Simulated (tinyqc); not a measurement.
# A discretised effective-mass wire between two leads, recursive Green functions: convergence with the grid step

Finite differences on a grid of step a give a chain with hopping -t, t = C/(m a^2), C = hbar^2/(2 m0), and site energies 2 t + U_i for the N = 6 sites of the device; the semi-infinite leads have site energy 2 t. Each slice is one site, and V = -t couples neighbouring slices.

A flat barrier of height U0 = 3 eV and width d = 0.57 nm is laid on n sites with a = d/n (U = U0 on each, N = n). Sigma = t^2 g(E - 2 t), g(x) = (x - i sqrt(4 t^2 - x^2))/(2 t^2) for |x| < 2 t and (x - sign(x) sqrt(x^2 - 4 t^2))/(2 t^2) otherwise; Gamma = i (Sigma - Sigma^dagger); both leads give the same. Forward pass: g_1 = (E - H_1 - Sigma)^(-1), g_i = (E - H_i - V g_(i-1) V^dagger)^(-1), with Sigma also subtracted on the last slice; G_(i,1) = g_i V G_(i-1,1), starting from g_1. H_i is the block of slice i, its site energy. T(E) = Tr[Gamma G_(N,1) Gamma G_(N,1)^dagger]. The continuum value is 1/[1 + U0^2 sinh^2(K d)/(4 E (U0 - E))], K = sqrt(m (U0 - E)/C) (sin and k above the barrier).

Values chosen for this exercise:
```
symbol  value  unit                                    meaning
m        0.26    m0                             effective mass
E       3.385    eV  energy above the band bottom of the leads
```

Constants: q = 1.602176634e-19 C, hbar = 1.054571817e-34 J s, m0 = 9.1093837015e-31 kg, hbar^2/(2 m0) = 0.0380998212 eV nm^2. Results are converted to the units shown.

Result of one run:
```
a (nm)	t (eV)	T(E)	error (%)
0.035625	115.46	0.47425	-0.439
```

Which number of sites across the barrier n gave this result: 2, 4, 16 or 64?

n = 16.

The whole series:
```
n	a (nm)	t (eV)	T(E)	error (%)
2	0.28500	1.8041	0.31104	-34.7
4	0.14250	7.2164	0.44128	-7.36
8	0.071250	28.866	0.46790	-1.77
16	0.035625	115.46	0.47425	-0.439
32	0.017812	461.85	0.47582	-0.109
64	0.0089062	1847.4	0.47621	-0.0274
```

The continuum value is 0.47634. The error goes from -35 % to -0.027 %, and the last halving of a cuts it by a factor of 4.0: second order, since the lattice band 2 t (1 - cos ka) departs from the parabola at order (ka)^4.

tinyqc, about 0.03 s, one thread, Intel Xeon 2.30GHz (shared host): `OMP_NUM_THREADS=1 python tinyqc.py 2660108 2660109 out.jsonl`
